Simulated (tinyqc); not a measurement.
# Worked calculation: abrupt p-n junction, non-linear Poisson equation by Newton steps

tinyqc, about 0.02 s, one thread, Intel Xeon 2.30GHz (shared host): `OMP_NUM_THREADS=1 python tinyqc.py 2000153 2000154 out.jsonl` Printed values are rounded; ~0 in a residual or rate marks an entry under 1e-11 of the largest of its column.

One dimension, p side on the left, n side on the right; net doping C = -Na for x < 0 and +Nd for x > 0. The potential psi is counted from the intrinsic level, and the quasi-Fermi potentials are flat: 0 for holes and -V for electrons, so n = ni exp((psi + V)/Vt) and p = ni exp(-psi/Vt) (Boltzmann statistics, full ionisation, no current). Under reverse bias this makes the minority densities vanishingly small everywhere; they play no part in the charge.

Values chosen for this exercise; band and dielectric values close to those of gallium phosphide: temperature T = 300 K; band gap Eg = 2.22 eV; relative permittivity eps_r = 11.1; conduction-band density of states at T Nc = 1.83e19 cm^-3; valence-band density of states at T Nv = 1.9e19 cm^-3; acceptor density of the p side Na = 2.2e15 cm^-3; donor density of the n side Nd = 1.1e16 cm^-3; bias of the p side against the n side V = -0.6 V.

Constants: q = 1.602176634e-19 C, kB = 1.380649e-23 J/K, Vt = kB T/q, eps0 = 8.8541878128e-14 F/cm where lengths are in cm. Results are converted to the units shown.

## Intrinsic density, end potentials and Debye lengths

ni = sqrt(Nc Nv) exp(-Eg/(2 Vt)), Eg in volts; psi_p = -Vt ln(Na/ni), psi_n = Vt ln(Nd/ni) - V; Debye length sqrt(eps0 eps_r Vt/(q N)).

ni = 4.20168 cm^-3
psi_p = -0.876169 V
psi_n = 1.51778 V
Debye length, p side = 84.9017 nm
Debye length, n side = 37.9692 nm

## Net doping on the mesh

| node | x (nm) |
|---|---|
| 0 | -2180 |
| 1 | -1350 |
| 2 | -820 |
| 3 | -479 |
| 4 | -260 |
| 5 | -119 |
| 6 | -29 |
| 7 | 29 |
| 8 | 94.8 |
| 9 | 169 |
| 10 | 254 |
| 11 | 350 |
| 12 | 459 |
| 13 | 582 |

C = -Na for x < 0 and +Nd for x > 0, taken at the nodes.

| node | net doping C (cm^-3) |
|---|---|
| 0 | -2.2e15 |
| 1 | -2.2e15 |
| 2 | -2.2e15 |
| 3 | -2.2e15 |
| 4 | -2.2e15 |
| 5 | -2.2e15 |
| 6 | -2.2e15 |
| 7 | 1.1e16 |
| 8 | 1.1e16 |
| 9 | 1.1e16 |
| 10 | 1.1e16 |
| 11 | 1.1e16 |
| 12 | 1.1e16 |
| 13 | 1.1e16 |

## Couplings between neighbouring nodes

a_i = eps0 eps_r/h_i for the interval from node i to i + 1, with h_i = x_(i+1) - x_i in cm.

| interval | coupling a_i (F/cm^2) |
|---|---|
| 0 | 1.18411e-8 |
| 1 | 1.85437e-8 |
| 2 | 2.88215e-8 |
| 3 | 4.48774e-8 |
| 4 | 6.97032e-8 |
| 5 | 1.09202e-7 |
| 6 | 1.69451e-7 |
| 7 | 1.49364e-7 |
| 8 | 1.32455e-7 |
| 9 | 1.15625e-7 |
| 10 | 1.02377e-7 |
| 11 | 9.01665e-8 |
| 12 | 7.99036e-8 |

## Starting potential

The parabolas of an abrupt Na-Nd junction in the depletion approximation: psi_p + q Na (x + xp)^2/(2 eps0 eps_r) for -xp < x < 0, psi_n - q Nd (xn - x)^2/(2 eps0 eps_r) for 0 < x < xn, flat outside, with W = sqrt(2 eps0 eps_r (psi_n - psi_p)(1/Na + 1/Nd)/q), xp = W Nd/(Na + Nd), xn = W Na/(Na + Nd), psi_p = -Vt ln(Na/ni), psi_n = Vt ln(Nd/ni) - V.

| node | psi at the start (V) |
|---|---|
| 0 | -0.87617 |
| 1 | -0.87617 |
| 2 | -0.77735 |
| 3 | -0.28173 |
| 4 | 0.25648 |
| 5 | 0.69403 |
| 6 | 1.01059 |
| 7 | 1.22095 |
| 8 | 1.39682 |
| 9 | 1.50200 |
| 10 | 1.51778 |
| 11 | 1.51778 |
| 12 | 1.51778 |
| 13 | 1.51778 |

## Iteration 1: densities, residual and Jacobian diagonal

n_i = ni exp((psi_i + V)/Vt), p_i = ni exp(-psi_i/Vt), rho_i = p_i - n_i + C_i, g_i = (n_i + p_i)/Vt. Box widths w_i = (h_(i-1) + h_i)/2 in cm. Residual F_i = a_i (psi_(i+1) - psi_i) - a_(i-1) (psi_i - psi_(i-1)) + q rho_i w_i; Jacobian: a_(i-1) and a_i beside the diagonal, b_i = -a_(i-1) - a_i - q g_i w_i on it. The two end nodes are fixed.

| node | n (cm^-3) | p (cm^-3) |
|---|---|---|
| 0 | 6.68139e-25 | 2.2e15 |
| 1 | 6.68139e-25 | 2.2e15 |
| 2 | 3.05497e-23 | 4.81152e13 |
| 3 | 6.47041e-15 | 2.27174e5 |
| 4 | 7.12135e-6 | 2.06408e-4 |
| 5 | 159.592 | 9.21039e-12 |
| 6 | 3.31955e7 | 4.42803e-17 |
| 7 | 1.13464e11 | 1.29548e-20 |
| 8 | 1.02174e14 | 1.43863e-23 |
| 9 | 5.97472e15 | 2.46021e-25 |
| 10 | 1.1e16 | 1.33628e-25 |
| 11 | 1.1e16 | 1.33628e-25 |
| 12 | 1.1e16 | 1.33628e-25 |
| 13 | 1.1e16 | 1.33628e-25 |

| node | residual F (C/cm^2) | diagonal b (F/cm^2) |
|---|---|---|
| 1 | 1.83253e-9 | -9.57530e-7 |
| 2 | -2.56294e-9 | -6.03516e-8 |
| 3 | 1.01912e-18 | -7.36989e-8 |
| 4 | ~0 | -1.14581e-7 |
| 5 | ~0 | -1.78905e-7 |
| 6 | -1.53328e-9 | -2.78652e-7 |
| 7 | 1.53317e-9 | -3.18819e-7 |
| 8 | -1.14591e-10 | -2.86251e-7 |
| 9 | -5.69849e-9 | -5.42825e-7 |
| 10 | -1.82445e-9 | -8.34963e-7 |
| 11 | ~0 | -8.91311e-7 |
| 12 | ~0 | -9.60871e-7 |

## Iteration 1: Newton step

Solve the tridiagonal system a_(i-1) d_(i-1) + b_i d_i + a_i d_(i+1) = -F_i for nodes 1 to 12, with d = 0 on fixed nodes. Half of the step is added while the largest |d| exceeds 1.5 Vt, the full step after that.

| node | Newton step d, before damping (V) |
|---|---|
| 1 | 0.0006037 |
| 2 | -0.0676468 |
| 3 | -0.0531146 |
| 4 | -0.0437816 |
| 5 | -0.0377727 |
| 6 | -0.0339372 |
| 7 | -0.0224170 |
| 8 | -0.0196127 |
| 9 | -0.0162417 |
| 10 | -0.0044982 |
| 11 | -0.0005216 |
| 12 | -0.0000489 |

| node | psi after iteration 1 (V) |
|---|---|
| 0 | -0.87617 |
| 1 | -0.87587 |
| 2 | -0.81117 |
| 3 | -0.30829 |
| 4 | 0.23459 |
| 5 | 0.67514 |
| 6 | 0.99362 |
| 7 | 1.20974 |
| 8 | 1.38701 |
| 9 | 1.49388 |
| 10 | 1.51553 |
| 11 | 1.51752 |
| 12 | 1.51775 |
| 13 | 1.51778 |

## Iteration 2: densities, residual and Jacobian diagonal

As before.

| node | n (cm^-3) | p (cm^-3) |
|---|---|---|
| 0 | 6.68139e-25 | 2.2e15 |
| 1 | 6.75987e-25 | 2.17446e15 |
| 2 | 8.25657e-24 | 1.78029e14 |
| 3 | 2.31627e-15 | 6.34601e5 |
| 4 | 3.05361e-6 | 4.81367e-4 |
| 5 | 76.8661 | 1.91229e-11 |
| 6 | 1.72194e7 | 8.53633e-17 |
| 7 | 7.35469e10 | 1.99860e-20 |
| 8 | 6.99199e13 | 2.10227e-23 |
| 9 | 4.36409e15 | 3.36819e-25 |
| 10 | 1.00835e16 | 1.45774e-25 |
| 11 | 1.08896e16 | 1.34983e-25 |
| 12 | 1.09896e16 | 1.33754e-25 |
| 13 | 1.1e16 | 1.33628e-25 |

| node | residual F (C/cm^2) | diagonal b (F/cm^2) |
|---|---|---|
| 1 | 9.17892e-10 | -9.46767e-7 |
| 2 | -8.14242e-10 | -9.54153e-8 |
| 3 | 1.29039e-18 | -7.36989e-8 |
| 4 | ~0 | -1.14581e-7 |
| 5 | ~0 | -1.78905e-7 |
| 6 | -7.66642e-10 | -2.78652e-7 |
| 7 | 7.66576e-10 | -3.18818e-7 |
| 8 | -6.45888e-11 | -2.84852e-7 |
| 9 | -3.18873e-9 | -4.63370e-7 |
| 10 | -9.70871e-10 | -7.83557e-7 |
| 11 | -9.16193e-13 | -8.84297e-7 |
| 12 | -9.15807e-15 | -9.60122e-7 |

## Iteration 2: Newton step

As before.

| node | Newton step d, before damping (V) |
|---|---|
| 1 | 0.0007254 |
| 2 | -0.0124646 |
| 3 | -0.0134802 |
| 4 | -0.0141325 |
| 5 | -0.0145525 |
| 6 | -0.0148206 |
| 7 | -0.0104690 |
| 8 | -0.0106648 |
| 9 | -0.0106421 |
| 10 | -0.0028532 |
| 11 | -0.0003346 |
| 12 | -0.0000314 |

| node | psi after iteration 2 (V) |
|---|---|
| 0 | -0.87617 |
| 1 | -0.87514 |
| 2 | -0.82364 |
| 3 | -0.32177 |
| 4 | 0.22046 |
| 5 | 0.66059 |
| 6 | 0.97880 |
| 7 | 1.19927 |
| 8 | 1.37634 |
| 9 | 1.48323 |
| 10 | 1.51267 |
| 11 | 1.51718 |
| 12 | 1.51772 |
| 13 | 1.51778 |

## Course of the Newton iteration

Stop when the largest undamped |d| is below 1e-9 V, or after 80 iterations.

Course of the iteration:

| iteration | largest \|F\| (C/cm^2) | largest \|d\| (V) | at node |
|---|---|---|---|
| 1 | 5.70e-9 | 0.0676 | 2 |
| 2 | 3.19e-9 | 0.0148 | 6 |
| 3 | 4.13e-10 | 1.66e-3 | 9 |
| 4 | 7.48e-12 | 3.11e-5 | 9 |
| 5 | 2.50e-15 | 1.04e-8 | 9 |
| 6 | < 1e-21 | < 1e-14 | 2 |

Converged in 6 iterations. Once the step is below 0.1 Vt, 3 more iteration(s) reach the threshold: near the solution the error is roughly squared each time.

## Converged densities, field and charge

| node | converged psi (V) |
|---|---|
| 0 | -0.87617 |
| 1 | -0.87510 |
| 2 | -0.82215 |
| 3 | -0.32139 |
| 4 | 0.22013 |
| 5 | 0.65980 |
| 6 | 0.97773 |
| 7 | 1.19800 |
| 8 | 1.37487 |
| 9 | 1.48154 |
| 10 | 1.51228 |
| 11 | 1.51713 |
| 12 | 1.51772 |
| 13 | 1.51778 |

n and p as above; field E_i = -(psi_(i+1) - psi_i)/h_i on each interval; charge on either side of the peak Q = eps0 eps_r |E|max (Gauss).

| node | n (cm^-3) | p (cm^-3) |
|---|---|---|
| 0 | 6.68139e-25 | 2.2e15 |
| 1 | 6.96296e-25 | 2.11104e15 |
| 2 | 5.39895e-24 | 2.72258e14 |
| 3 | 1.39539e-15 | 1.05340e6 |
| 4 | 1.74524e-6 | 8.42236e-4 |
| 5 | 42.4676 | 3.46125e-11 |
| 6 | 9.30989e6 | 1.57887e-16 |
| 7 | 4.67132e10 | 3.14666e-20 |
| 8 | 4.37130e13 | 3.36263e-23 |
| 9 | 2.70785e15 | 5.42831e-25 |
| 10 | 8.89179e15 | 1.65311e-25 |
| 11 | 1.07293e16 | 1.36999e-25 |
| 12 | 1.09743e16 | 1.33941e-25 |
| 13 | 1.1e16 | 1.33628e-25 |

| interval | field E (kV/cm) |
|---|---|
| 0 | -0.0129 |
| 1 | -0.9991 |
| 2 | -14.6850 |
| 3 | -24.7270 |
| 4 | -31.1826 |
| 5 | -35.3249 |
| 6 | -37.9788 |
| 7 | -26.8789 |
| 8 | -14.3763 |
| 9 | -3.6162 |
| 10 | -0.5059 |
| 11 | -0.0535 |
| 12 | -0.0049 |

peak |E| = 37.9788 kV/cm
charge Q = 37.3262 nC/cm^2

## Check against the exact first integral and the depletion approximation

ni = sqrt(Nc Nv) exp(-Eg/(2 Vt)), Eg in volts. Exact first integral for an abrupt junction with thick neutral sides: psi_p = -Vt ln(Na/ni), psi_n = Vt ln(Nd/ni) - V, psi_j = (Nd psi_n + Na psi_p - Vt (Nd - Na))/(Na + Nd) at the junction, n_j = ni exp((psi_j + V)/Vt), p_j = ni exp(-psi_j/Vt), and E_j^2 = (2 q/(eps0 eps_r)) [Nd (psi_n - psi_j - Vt) + Vt (n_j + p_j)] (minority densities of the neutral sides neglected). Depletion approximation: Vbi = Vt ln(Na Nd/ni^2), W = sqrt(2 eps0 eps_r (Vbi - V)(1/Na + 1/Nd)/q), xp = W Nd/(Na + Nd), xn = W Na/(Na + Nd), peak field 2 (Vbi - V)/W, capacitance eps0 eps_r/W.

psi_j = 1.10155 V
exact field at the junction = 37.4172 kV/cm
Vbi = 1.79395 V
W = 1265.70 nm
peak field in the depletion approximation = 37.8279 kV/cm

The depletion approximation gives a peak field 1.1 % above the exact one, since it leaves out the Debye tails of the majority carriers at the edges of the depleted layer. The 14-node mesh above gave 37.98 kV/cm on the interval that holds the junction, 1.5 % above the exact value.
